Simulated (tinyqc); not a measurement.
## Mobility and doping from two currents

Inverse problem. A trap-free film with injecting contacts is fitted, with diffusion neglected, by J = q mu N V/Lf + (9/8) eps0 eps_r mu V^2/Lf^3. Find mu, N and the voltage at which both terms are equal.

Values chosen for this exercise:
- eps_r = 16 (relative permittivity)
- Lf = 240 nm (film thickness)

Constants: q = 1.602176634e-19 C, eps0 = 8.8541878128e-14 F/cm where lengths are in cm. Results are converted to the units shown.

J at 2.7 and 14 V (A/cm^2): [32.458497, 423.64518]

Answer. J/V is a straight line in V: the slope gives mu and the intercept mu N.

mu = 0.0140 cm^2/(V s)
N = 8.20e16 cm^-3
crossover voltage = 4.75 V

tinyqc, about 2 s, one thread, Intel Xeon 2.30GHz (shared host): `OMP_NUM_THREADS=1 python tinyqc.py 2730054 2730055 out.jsonl`
